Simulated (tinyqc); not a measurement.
Solubility, supersaturation, precipitation and gettering of an impurity in a silicon-like host: one step, computed by the program tinyqc. Command: `OMP_NUM_THREADS=1 python tinyqc.py 3030078 3030079 out.jsonl ripen walk`. One thread of a shared host (Intel(R) Xeon(R) Processor @ 2.30GHz), about 0.01 s of CPU time with the checks.

The wafer was saturated at T1 and is then held at T.

Task: Denuded zone. Near a surface held at C_eq(T) the excess decays by out-diffusion over sqrt(D t) and by capture over L_s = sqrt(D tau_f) = (4 pi n r_f)^(-1/2); the shorter length sets the depth from which the surface draws.

Inputs (values chosen for the exercise, for a model impurity):
```
quantity                       value        unit
temperature of saturation T1    1425           K
anneal temperature T            1254           K
anneal time t                 380000           s
wafer thickness w                400  micrometre
```

Gettering: relaxation gettering at sinks.

D(T) = 6.639517e-11 cm^2/s

tau_f = 74767.02 s

Give: sqrt(D t); capture length L_s; L_s/w.

Result:

sqrt(D t) = 50.23 micrometre

capture length L_s = 22.28 micrometre

L_s/w = 0.05570

The sinks catch the impurity before it reaches a surface, except within L_s of it.
